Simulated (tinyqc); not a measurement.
Pariser-Parr-Pople SCF with singles CI, for the molecule O=c1cccccc1 (SMILES; centres numbered as the heavy atoms are written), step by step. One step of it, computed by the program tinyqc.

Problem. Singles CI, triplets. Over the 6 single excitations with the smallest orbital gaps: A = (e_a - e_i) delta - (ij|ab), with (pq|rs) = sum c_mp c_mq gamma_mn c_nr c_ns.

orbital energies (eV): -15.311033  -13.482314  -12.785469  -10.369783  -2.465662  -1.764932  1.505828  2.523838

coefficients:
```
         MO1        MO2        MO3        MO4        MO5        MO6        MO7        MO8
1O  0.265167   0.569587   0.000000   0.615966   0.000000   0.367405   0.000000  -0.301425
2C  0.367193   0.467281   0.000000   0.005816   0.000000  -0.455311   0.000000   0.662930
3C  0.347041   0.154654   0.420050  -0.393946   0.501619  -0.169681   0.268209  -0.414318
4C  0.368407  -0.147013   0.527327  -0.199733  -0.218395   0.494639  -0.417408   0.241045
5C  0.375854  -0.427877   0.213269   0.339396  -0.447976  -0.235359   0.503819  -0.071210
6C  0.375854  -0.427877  -0.213269   0.339396   0.447976  -0.235359  -0.503819  -0.071210
7C  0.368407  -0.147013  -0.527327  -0.199733   0.218395   0.494639   0.417408   0.241045
8C  0.347041   0.154654  -0.420050  -0.393946  -0.501619  -0.169681  -0.268209  -0.414318
```

repulsion gamma_rs (eV), lower triangle:
```
           1O         2C         3C         4C         5C         6C         7C         8C
1O  15.200000
2C   8.105103  11.130000
3C   5.514497   7.554085  11.130000
4C   3.712060   5.078081   7.553271  11.130000
5C   3.095413   4.233299   5.079867   7.554938  11.130000
6C   3.095413   4.233299   4.234084   5.079247   7.553862  11.130000
7C   3.712060   5.078081   4.233612   4.233148   5.079247   7.554938  11.130000
8C   5.514497   7.554085   5.080158   4.233612   4.234084   5.079867   7.553271  11.130000
```

Give: triplet CI matrix; triplet excitation energies.

Solution.

triplet CI matrix (eV), lower triangle:
```
         4>5      4>6      3>5      2>5     3>6     2>6
4>5   2.1847
4>6   0.0000   2.5140
3>5   0.0000  -0.4265   3.9463
2>5   0.8218   0.0000   0.0000   5.2589
3>6  -0.4265   0.0000   0.0000  -0.0101  4.7906
2>6   0.0000  -0.1647  -0.0101   0.0000  0.0000  5.5670
```

triplet excitation energies (eV): 1.9198  2.3884  4.0630  4.8297  5.4848  5.5759
